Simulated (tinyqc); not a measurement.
Epitaxial growth on a vicinal surface: Burton-Cabrera-Frank step flow, step-edge barrier and island nucleation. From one set of inputs to another, one input at a time. Computed by tinyqc, a small Python program. Command: `OMP_NUM_THREADS=1 python tinyqc.py 3013244 3013245 out.jsonl stepflow ladder`. One thread of a shared host (Intel(R) Xeon(R) Processor @ 2.30GHz), about 0.05 s of CPU time with the checks.

Adatoms land at rate F, hop on a square grid (a simplification for hexagonal faces), desorb, or join steps. Lengths are in units of a and n is the adatom coverage. Steps ascend at x = 0 and descend at x = l.

The inputs printed are set A. Set A is close to those used for GaAs(001); the values taken over come from a set close to those used for Si(111). Inputs not listed in the table keep their values of set A, so the rows need not describe a real material.

Inputs (values chosen for the exercise, close to those used for GaAs(001)):
```
quantity                                    value      unit
site spacing a                                  4  angstrom
step height h                                2.83  angstrom
diffusion barrier E_d                        1.33        eV
desorption energy E_a                        2.67        eV
adatom formation energy E_f                 0.985        eV
step-edge barrier E_s                        0.04        eV
attempt frequency nu                            5       THz
deposition rate F                           0.099  layers/s
miscut angle                                  0.1   degrees
temperature T                                 580         C
critical nucleus size i                         2         -
binding energy of the critical nucleus E_i   0.93        eV
```

Constants: k_B = 8.617333262e-05 eV/K.

Method:
- D = nu exp(-E_d/(k_B T)) (a^2/s, nu counted per direction); tau = exp(E_a/(k_B T))/nu; x_s = sqrt(D tau); n_eq = exp(-E_f/(k_B T)); terrace width l = h/(a tan(miscut)); Schwoebel length l_s = exp(E_s/(k_B T)) - 1.
- Temperatures in kelvin are T(C) + 273.15.
- D n'' - n/tau + F = 0 with n(0) = n_eq and -l_s n'(l) = n(l) - n_eq. With u = n - F tau, A = n_eq - F tau, y = l/x_s, s = l_s/x_s: u = A cosh(x/x_s) + B sinh(x/x_s), B = A (1 - cosh y - s sinh y)/(sinh y + s cosh y). Flux into the ascending step J+ = D B/x_s, over the descending one J- = -(D/x_s)(A sinh y + B cosh y); step velocity J+ + J-; growth rate (J+ + J-)/l. For small y: J+ + J- = (F - n_eq/tau) l, J-/J+ = l/(l + 2 l_s).
- The coverage peaks where n' = 0, tanh(x/x_s) = -B/A.
- Island density on a flat surface without desorption: N = 0.25 (F/D)^(i/(i+2)) exp(E_i/((i+2) k_B T)) per site, with E_i = 0 for i = 1; spacing l_n = N^(-1/2). Step flow needs an effective width l_eff = 2 x(peak) below l_n.

Each row keeps all changes above it:
```
input moved                        from    to  island density N on a flat surface (per site)  diffusion length x_s (a)  growth rate (layers/s)
set A                                 -     -                                        0.00705                 9.075e+03                   0.099
temperature T (C)                   580   620                                        0.00408                 6.034e+03                   0.099
step-edge barrier E_s (eV)         0.04     0                                        0.00408                 6.034e+03                   0.099
deposition rate F (layers/s)      0.099   1.1                                        0.01360                 6.034e+03                   1.100
adatom formation energy E_f (eV)  0.985  1.04                                        0.01360                 6.034e+03                   1.100
diffusion barrier E_d (eV)         1.33  1.03                                        0.00194                 4.237e+04                   1.100
miscut angle (degrees)              0.1     2                                        0.00194                 4.237e+04                   1.100
desorption energy E_a (eV)         2.67  3.07                                        0.00194                 5.696e+05                   1.100
```

Where does the difference come from?

Island density N on a flat surface goes from 0.00705 to 0.00194, a factor 0.275 in all. The largest single move comes from diffusion barrier E_d (a factor 0.142), and deposition rate F works against it (a factor 3.33). Diffusion length x_s goes from 9080 to 570000, a factor 62.8 in all. The largest single move comes from desorption energy E_a (a factor 13.4), and temperature T works against it (a factor 0.665). Growth rate goes from 0.0990 to 1.10, a factor 11.1 in all. The largest single move comes from deposition rate F (a factor 11.1). The single moves hold for this order of the switches; the total does not depend on the order.

Caution (rows set A, temperature T, step-edge barrier E_s, deposition rate F, adatom formation energy E_f, diffusion barrier E_d): twice the distance from the ascending step to the coverage peak exceeds the expected island spacing [0.25 (F/D)^(i/(i+2)) exp(E_i/((i+2) k_B T))]^(-1/2) by 40 % or more, so islands nucleate and the step-flow values are formal. Caution (all rows): the prefactor 0.25 and the criterion are estimates, good to a factor of about two in length.

Extremes, crossings and ranges named in words are read from the listed rows.
